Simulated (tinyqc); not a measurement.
Delta-doped HEMT, charge control: effect of the gate voltage.

A two-dimensional electron gas of density ns under a barrier. EF and the subbands are counted from the conduction-band edge of the channel at the interface. Two subbands of a triangular well with an infinite wall, parabolic band, no carriers in the barrier.

Fully depleted barrier with eb = ebr: Vp = q ND (d - ds)/(eps0 eb); donors per area ND; Voff = phiB - dEc - Vp. F = q (eta ns + Nb)/(eps0 ec) in eV/nm; E_k = a_k (C F^2/me)^(1/3), a_0 = 2.338107, a_1 = 4.087949, C = hbar^2/(2 m0); D = me m0 q/(pi hbar^2); ns = D Vt [ln(1 + exp((EF - E_0)/Vt)) + ln(1 + exp((EF - E_1)/Vt))], which gives EF = E_0 + Vt ln{2 s/[(1 + u) + sqrt((1 + u)^2 + 4 u s)]} with s = exp(ns/(D Vt)) - 1, u = exp((E_0 - E_1)/Vt). Charge control: ns + Nb = eps0 eb (Vg - Voff - EF)/(q d). Gate capacitance C = q dns/dVg = eps0 eb/(d + dd), dd = (eps0 eb/q) dEF/dns.

Values chosen for this exercise; material values close to those of InAlAs on In0.53Ga0.47As:
```
symbol,value,unit,meaning
T,200,K,temperature
d,40,nm,barrier thickness from gate to channel
ds,2.1,nm,undoped spacer next to the channel
me,0.0412,m0,electron mass in the channel
ec,13.9,,relative permittivity of the channel
ebr,12.6,,relative permittivity of the barrier
phiB,0.676,eV,barrier height of the gate
dEc,0.505,eV,conduction-band offset
ND,3.7e12,cm^-2,sheet density of the donor plane at ds from the channel
eta,0.6875,,share of ns that counts in the confining field
Nb,1.3e10,cm^-2,depletion charge of the buffer
```

Constants: q = 1.602176634e-19 C, kB = 1.380649e-23 J/K, hbar = 1.054571817e-34 J s, m0 = 9.1093837015e-31 kg, Vt = kB T/q, eps0 = 8.8541878128e-14 F/cm where lengths are in cm, hbar^2/(2 m0) = 0.0380998212 eV nm^2. Results are converted to the units shown.

The same in every row: Voff (V) = -1.8429.

Result of one run:
```
Vg (V)  ns (cm^-2)   EF (eV)  EF - E_0 (eV)  second subband (%)  dd (nm)  C (uF/cm^2)    EF/dEc
-1.99     4.3673e7  -0.15462       -0.16160              42.480    27502    4.0506e-4  -0.30618
```

What becomes of these results when the gate voltage Vg is changed from -1.99 to 0.3 V, all else the same?

Result of the changed run:
```
Vg (V)  ns (cm^-2)  EF (eV)  EF - E_0 (eV)  second subband (%)  dd (nm)  C (uF/cm^2)   EF/dEc
0.3      3.0713e12  0.37108        0.16275              8.7993   6.5380      0.23972  0.73481
```

The whole series:
```
Vg (V)  ns (cm^-2)   EF (eV)  EF - E_0 (eV)  second subband (%)  dd (nm)  C (uF/cm^2)    EF/dEc
-1.99     4.3673e7  -0.15462       -0.16160              42.480    27502    4.0506e-4  -0.30618
-1.74    1.4092e11  0.014453      -0.014467              24.425   19.913      0.18621  0.028620
-1.48    4.7744e11  0.081142       0.019586              12.104   10.905      0.21916   0.16068
-1.23    8.2680e11   0.13045       0.042636              8.3479   9.0638      0.22738   0.25832
-0.97    1.1993e12   0.17644       0.064436              6.9530   8.2200      0.23136   0.34939
-0.72    1.5623e12   0.21793       0.084650              6.6110   7.7261      0.23376   0.43154
-0.46    1.9433e12   0.25910        0.10520              6.7926   7.3439      0.23564   0.51308
-0.21    2.3122e12   0.29719        0.12455              7.2795   7.0404      0.23716   0.58849
0.05     2.6982e12   0.33544        0.14424              7.9919   6.7677      0.23855   0.66424
0.3      3.0713e12   0.37108        0.16275              8.7993   6.5380      0.23972   0.73481
```

As Vg goes from -1.99 to 0.3, ns rises from 4.37e7 to 3.07e12 cm^-2, EF rises from -0.155 to 0.371 eV and C rises from 4.05e-4 to 0.240 uF/cm^2. In the last row C is 86.0 % of eps0 eb/d. The line through the last two rows reaches ns = 0 at Vg = -1.76 V, above Voff = -1.84 V since part of the gate voltage goes into raising EF and into the buffer charge. The second subband holds over 20 % for Vg = -1.99, -1.74, where the higher subbands left out would add electrons. For Vg = 0.3 the band minimum in the barrier comes within 3 Vt of EF or below it, so the barrier is no longer depleted and takes electrons that the model puts in the channel. EF exceeds 0.2 eV for Vg = -0.72, -0.46, -0.21, 0.05, 0.3, where non-parabolicity matters for so light a mass.

Computed by the program tinyqc: `OMP_NUM_THREADS=1 python tinyqc.py 2180014 2180015 out.jsonl`, one thread of a shared Intel Xeon 2.30GHz, about 0.01 s for the whole run.
